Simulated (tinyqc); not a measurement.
Worked calculation: Rutherford backscattering from a thin compound film on silicon: kinematics, yields, composition and thickness. Computed by tinyqc, a small Python program that keeps every step. Command: `OMP_NUM_THREADS=1 python tinyqc.py 3003562 3003563 out.jsonl rbs walk`. One thread of a shared host (Intel(R) Xeon(R) Processor @ 2.30GHz), about 0.01 s of CPU time with the checks. Intermediate numbers are printed to about 6 digits and carried at full precision; extremes and crossings named in words are read from the listed rows.

Singly charged helium ions (Z1 = 2, M1 = 4.0026 u) enter at the tilt angle a1 to the normal and leave at a2 = |180 - theta - tilt| in the same plane. The film is A B_x.

Inputs (values chosen for the exercise, modelled on a helium beam on WSi2):
```
quantity                                value           unit
beam energy E0                            1.6            MeV
scattering angle theta                    170        degrees
tilt of the sample                         30        degrees
heavy element: Z_A                         74              -
heavy element: mass M_A                 183.8              u
heavy element: stopping eps_A at 2 MeV    116  1e-15 eV cm^2
light element: Z_B                         14              -
light element: mass M_B                 28.09              u
light element: stopping eps_B at 2 MeV   47.6  1e-15 eV cm^2
atoms of B per atom of A, x               2.1              -
atomic density of the film               72.3         1/nm^3
film thickness d                           37             nm
collected charge                           27   microcoulomb
detector solid angle                      4.6            msr
detector resolution (FWHM)                 12            keV
```

Constants: e^2/(4 pi eps_0) = 14.39964548 eV angstrom; e = 1.602176634e-19 C.

## Kinematics

Kinematic factor K = [(sqrt(M^2 - M1^2 sin^2 theta) + M1 cos theta)/(M + M1)]^2. Surface edges lie at K E0; substrate silicon has M = 28.09 u. Mass resolution at M_A = resolution/(E0 dK/dM).

kinematic factors: A 0.917172, B 0.565784, Si 0.565784

surface edges (keV): A 1467.48, B 905.25, Si 905.25

mass resolution at M_A = 17.3781 u

K flattens for heavy targets, so masses within 17.4 u of A cannot be told apart.

## Peak widths (surface approximation)

Stopping per atom eps(E) = eps(2 MeV) (E/2 MeV)^(-0.4) (a law chosen for the exercise); Bragg rule eps_film = (eps_A + x eps_B)/(1 + x); areal density N d, with 1/nm^2 = 0.1 x 1e15/cm^2. Width of the signal of element i: [K_i eps(E0)/cos a1 + eps(K_i E0)/cos a2] N d; depth resolution = resolution x d/width of A; energy lost on the way in = eps(E0) N d/cos a1.

areal density N d = 267.51 1e15 atoms/cm^2

film stopping at E0 = 76.1685 1e-15 eV cm^2

widths (keV): A 44.0258, B 40.5431

depth resolution = 10.0850 nm

energy lost on the way in = 23.5280 keV

The signal of A spans 3.7 resolution widths, so its width measures the thickness. Caution: the silicon signal of the film merges with that of the substrate, so only the width of A can be read directly.

## Yields

Rutherford cross section in the laboratory frame: sigma = (Z1 Z e^2/(4 pi eps_0 4E))^2 (4/sin^4 theta) (r + cos theta)^2/r, r = sqrt(1 - (M1 sin theta/M)^2), times the screening factor 1 - 0.049 Z1 Z^(4/3)/E (E in keV); 1 angstrom^2 = 1e8 barn. Counts = (charge/e) x solid angle x sigma(E_mean) x areal density of the element/cos a1, E_mean = E0 - half the energy lost on the way in; 1 barn = 1e-24 cm^2. The ratio of areas returns x = (Y_B/Y_A)(sigma_A/sigma_B), with the counting error sqrt(1/Y_A + 1/Y_B).

cross sections (barn/sr): A 11.1966, B 0.3920

counts: A 864862, B 63579

ratio of areas Y_B/Y_A = 0.0735137

counting error of x without background = 0.410909 %

The cross sections differ by 28.6, near (Z_A/Z_B)^2 = 27.9. The silicon signal of the film runs into that of the substrate and appears as a step, not a peak. Caution: film and substrate silicon overlap, so Y_B must be separated by a fit.

## Surface approximation against the full path

Surface approximation as above. Full path: dE/ds = -eps(E) integrates to E^1.4 = E(start)^1.4 - 1.4 eps(2 MeV) 2000^0.4 s (keV), applied in (s = N d/cos a1), then K, then out (s = N d/cos a2); width = K E0 - exit energy. The last column is the error in thickness if the full width is read with the surface formula.

Widths (keV):
```
d (nm)  A, surface  A, full  B, full  error (%)
5            5.949    5.954    5.485    0.08128
10          11.899   11.918   10.984    0.16296
20          23.798   23.876   22.023    0.32753
50          59.494   59.989   55.477    0.83123
100        118.989  121.019  112.442    1.70611
150        178.483  183.176  171.097    2.62950
200        237.977  246.561  231.691    3.60718
300        356.966  377.507  360.122    5.75436
```

The error grows roughly in proportion to thickness, from 0.08 % to 5.8 %, because the ion slows and the stopping rises along the path. The signals of A and B would overlap once the width of A exceeds the gap between the edges, 562 keV. Ions from B leave the thickest film below about 0.6 MeV, where the power law overstates the stopping.

Checks made by the program: kinematic factor against energy and momentum conservation (relative difference below 1e-10).
